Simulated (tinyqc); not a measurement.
Six-band hole subbands of a thin body in a field, step by step. Values are carried at full precision from step to step, so a last printed digit may differ when a step is redone from the rounded ones.

Constants: hbar^2/2m0 = 3.80998211 eV angstrom^2.

Inputs chosen for the exercise (near those of a p-type Si channel; the results hold for these values, not for the real material):
```
symbol  value                 unit        meaning
S       (7.76, -2.14, 12.56)  1/TPa       compliances s11, s12, s44
sx      -1                    GPa         stress along the channel [1-10], negative in compression
b       -2.12                 eV          tetragonal potential
d       -4.72                 eV          trigonal potential
g1      4.3                               Luttinger gamma1
g2      0.34                              gamma2
g3      1.45                              gamma3
face    001                               surface
Dso     0.044                 eV          spin-orbit splitting
t       65                    angstrom    body thickness
F       0.2                   MV/cm       field across the body
kmax    0.1                   1/angstrom  end of the path
```

## Strain and its block

exx = eyy = (s11 + s12) sx/2, ezz = s12 sx, exy = -s44 sx/4 (1 GPa/TPa = 1e-3). With e0 the traceless part, B_XX = 2b e0xx - b (e0yy + e0zz) and B_XY = sqrt(3) d exy.

strain, lower triangle:
```
           x          y         z
x  -0.002810
y   0.003140  -0.002810
z          0          0  0.002140
```

B (eV), lower triangle:
```
          X        Y         Z
X   0.01049
Y  -0.02567  0.01049
Z         0        0  -0.02099
```

## Confinement masses without spin-orbit coupling

C(n n^T)/c has C_XX = (g1 + 4 g2) nx^2 + (g1 - 2 g2)(ny^2 + nz^2) and C_XY = 6 g3 nx ny, n the unit normal; its eigenvalues are the inverse masses along n.

C(n n^T)/c, lower triangle:
```
        X       Y       Z
X  3.6200
Y       0  3.6200
Z       0       0  5.6600
```

masses (m0): 0.2762  0.2762  0.1767

## The matrix for one sine at q = 0

Basis X, Y, Z times spin, hole energies counted downwards from the unstrained edge (the hydrostatic shift is left out), c = hbar^2/2m0. For a symmetric tensor T let C(T) have C_XX = L Txx + M (Tyy + Tzz), C_XY = N Txy (cyclic), L = c (g1 + 4 g2), M = c (g1 - 2 g2), N = 6 c g3. k = q + kz n, n the unit normal, q = k1 u + k2 v with u along the channel [1-10] and v = n x u. H = C(k k^T) + (Dso/3)(1 - L.sigma) - B + e F z with (L_k)_ij = -i epsilon_kij; B is the block C built from the traceless strain with 2b, -b and sqrt(3) d in place of L, M, N. Strain: exx = eyy = (s11 + s12) sx/2, ezz = s12 sx, exy = -s44 sx/4. Hard walls at z = 0 and t; basis sin(j pi z/t), j = 1 to Nz: kz^2 = (j pi/t)^2, kz = -i D with D_jl = 4 j l/(t (j^2 - l^2)), z_jj = t/2 and z_jl = -8 t j l/(pi (j^2 - l^2))^2 for j + l odd; 1 MV/cm = 0.01 eV/angstrom.

Nz = 1, in meV.

H (meV), lower triangle (Hermitian):
```
              X+       Y+      Z+            X-      Y-      Z-
X+        101.39
Y+  25.67-14.67i   101.39
Z+             0        0  151.03
X-             0        0   14.67        101.39
Y-             0        0  14.67i  25.67+14.67i  101.39
Z-        -14.67  -14.67i       0             0       0  151.03
```

## Its levels

Diagonalise; the levels come in pairs. Give each pair and its weights on X, Y, Z, summed over spin and averaged over the pair.

levels (meV): 70.39  120.98  162.45

weights:
```
   pair 1  pair 2  pair 3
X   0.491   0.383   0.126
Y   0.491   0.383   0.126
Z   0.019   0.234   0.748
```

## More sines

The four lowest pairs at q = 0.

Hole energies (meV):
```
Nz  pair 1  pair 2  pair 3  pair 4
1    70.39  120.98  162.45       -
2    65.05  116.05  158.34  173.05
4    64.92  115.94  158.25  169.25
8    64.92  115.93  158.25  169.24
16   64.92  115.93  158.25  169.24
```

One sine is 5.47 meV off in the top subband, since the field mixes the sines. The second pair lies 51.0 meV deeper.

## Dispersion of the top subband

Nz = 14; the two lowest levels (spin-split where the field breaks inversion), in meV from their value at q = 0.

Energies (meV):
```
|q| (1/angstrom)    u a    u b    v a    v b  [100] a  [100] b
0.025             13.87  14.86   1.14   1.33     7.66     8.41
0.050             44.62  46.18   4.16   4.36    29.09    31.16
0.075             55.49  55.99   8.62   8.72    53.65    57.54
0.100             64.05  64.06  14.31  14.34    69.74    70.63
```

From the mean of each pair in the first row, c q^2/E gives 0.17 m0 along u, 1.92 m0 along v and 0.30 m0 along [100]. The largest distance between a and b in the table is 3.89 meV. These masses hold for the first row only: the band bends further out.

## Checks

- Top level at q = 0 on (001) without field and stress against c (g1 - 2 g2)(pi/t)^2, eV: both 0.03222.
- Hermiticity, and E(q) against E(-q): they agree to 1e-10 or better.

Run: tinyqc, `OMP_NUM_THREADS=1 python tinyqc.py 1250714 1250715 out.jsonl`; Intel(R) Xeon(R) Processor @ 2.30GHz, one thread, shared host; about 0.4 s of CPU time with all checks.
